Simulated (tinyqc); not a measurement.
Small-signal admittance of a forward-biased p+-n diode: two steps of the calculation.

Holes injected into a neutral base of width wb with an ohmic contact at its end; low injection, p0 far above the equilibrium density. A small voltage v exp(i w t), w = 2 pi f, modulates the edge density by p0 v/Vt, and the small-signal density obeys Dp d2p/dx2 = (1/tau + i w) p.

Inputs (values chosen for the exercise); permittivity close to that of gallium arsenide:
- T = 275 K (temperature)
- eps_r = 12.9 (relative permittivity)
- Nd = 1.4e16 cm^-3 (donor density of the base)
- Dp = 4.7 cm^2/s (hole diffusion coefficient)
- tau = 3e-6 s (hole lifetime)
- wb = 16 um (width of the neutral base)
- p0 = 9e13 cm^-3 (excess hole density at the junction edge)
- Na = 1e19 cm^-3 (acceptor density of the p+ side)
- f = 39000 Hz (signal frequency)

Constants: q = 1.602176634e-19 C, kB = 1.380649e-23 J/K, Vt = kB T/q, eps0 = 8.8541878128e-14 F/cm where lengths are in cm. Results are converted to the units shown.

Task 1. Closed-form admittance. L = sqrt(Dp tau); direct current J = (q Dp p0/L) coth(wb/L); k = sqrt(1 + i w tau)/L; diffusion admittance Y = (q Dp p0/Vt) k coth(k wb) = G + i w C_diff; junction capacitance C_j = sqrt(q eps0 eps_r Nd/(2 Vr)) in the depletion approximation, with the remaining barrier Vr = Vt ln(Na/p0), a rough value under forward bias; base-width modulation is left out.

Find: L; J; k wb; Y; C_diff; C_j.

Result 1.

L = 37.55 um
J = 0.04489 A/cm^2
k wb = 0.4511+0.1480i
Y = 1.895+0.078i S/cm^2
C_diff = 0.3168 uF/cm^2
C_j = 0.06821 uF/cm^2

G is 1.00 times its low-frequency value J/Vt, and C_diff is 4.64 times C_j.

Task 2. The same by finite differences. 7 equal intervals, h = wb/7; u = small-signal density over its edge value, u_0 = 1, u_7 = 0; u_(i-1) + b u_i + u_(i+1) = 0 with b = -2 - h^2 (1/tau + i w)/Dp; Y = (q Dp p0/(Vt h)) (-b/2 - u_1), which includes the half box at the edge.

Find: b; u; Y on the mesh.

Result 2.

b = -2.0037-0.0027i
u, node 1 to 6: [0.85031-0.00491i, 0.70378-0.00753i, 0.55988-0.00825i, 0.41808-0.00748i, 0.27785-0.00560i, 0.13866-0.00298i]
Y on the mesh = 1.8961+0.0785i S/cm^2

Numbers from tinyqc (`OMP_NUM_THREADS=1 python tinyqc.py 2890230 2890231 out.jsonl`; about 0.01 s on one thread of a shared Intel Xeon 2.30GHz).
